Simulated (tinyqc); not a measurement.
From results back to parameters: phonon-assisted absorption at an indirect gap. Five cases, with inputs chosen for the exercise.

Problem. One phonon: alpha = A [N (E - Eg + w)^2 + (N + 1)(E - Eg - w)^2], each term only above its threshold, N = 1/(exp(w/kB Tm) - 1). The first two energies lie below the emission threshold and the third above it.

Constants: kB = 8.617333262e-05 eV/K.

Find: slope sqrt(A N); threshold Eg - w; w; Eg; A.

Method. sqrt(alpha) at the first two energies is a line with slope sqrt(A N) and intercept Eg - w. The excess at the third energy is A N exp(w/kB Tm) (E - (Eg - w) - 2w)^2, which has one root w with the emission threshold between the second and third energies.

Case 1.

Values chosen (out of a larger set: loosely those of SiC at room temperature; Eg is not tied to T; not measured data): Es = (3.174, 3.258, 3.325) eV (three photon energies); Tm = 250 K.

alpha at the three energies (1/cm): 0.1123166  1.856579  10.64136

Solution.

slope sqrt(A N) = 12.23 1/(cm^(1/2) eV)
threshold Eg - w = 3.1466 eV
w = 69.4 meV
Eg = 3.216 eV
A = 3.6e+03 1/(cm eV^2)

Case 2.

Values chosen (out of a larger set: loosely those of SiGe at room temperature; Eg is not tied to T; not measured data): Es = (0.935, 0.995, 1.055) eV (three photon energies); Tm = 400 K.

alpha at the three energies (1/cm): 0.3697563  5.872033  24.19693

Solution.

slope sqrt(A N) = 30.25 1/(cm^(1/2) eV)
threshold Eg - w = 0.9149 eV
w = 50.1 meV
Eg = 0.965 eV
A = 3.0e+03 1/(cm eV^2)

Case 3.

Values chosen (out of a larger set: loosely those of Si at room temperature; Eg is not tied to T; not measured data): Es = (1.072, 1.14, 1.203) eV (three photon energies); Tm = 250 K.

alpha at the three energies (1/cm): 0.1338007  2.080995  11.60724

Solution.

slope sqrt(A N) = 15.83 1/(cm^(1/2) eV)
threshold Eg - w = 1.0489 eV
w = 57.1 meV
Eg = 1.106 eV
A = 3.3e+03 1/(cm eV^2)

Case 4.

Values chosen (out of a larger set: loosely those of Si at room temperature; Eg is not tied to T; not measured data): Es = (1.095, 1.161, 1.224) eV (three photon energies); Tm = 250 K.

alpha at the three energies (1/cm): 0.1475443  2.238096  12.65509

Solution.

slope sqrt(A N) = 16.85 1/(cm^(1/2) eV)
threshold Eg - w = 1.0722 eV
w = 55.8 meV
Eg = 1.128 eV
A = 3.5e+03 1/(cm eV^2)

Case 5.

Values chosen (out of a larger set: loosely those of GaP at room temperature; Eg is not tied to T; not measured data): Es = (2.274, 2.328, 2.386) eV (three photon energies); Tm = 300 K.

alpha at the three energies (1/cm): 0.3441793  5.372286  26.79168

Solution.

slope sqrt(A N) = 32.06 1/(cm^(1/2) eV)
threshold Eg - w = 2.2557 eV
w = 45.3 meV
Eg = 2.301 eV
A = 4.9e+03 1/(cm eV^2)

Computed by tinyqc, one run a case: `OMP_NUM_THREADS=1 python tinyqc.py N N+1 out.jsonl` with N = 1651317, 1651351, 1651366, 1651370, 1651377; one thread of a shared Intel(R) Xeon(R) Processor @ 2.30GHz, about 0.01 s a run at most.
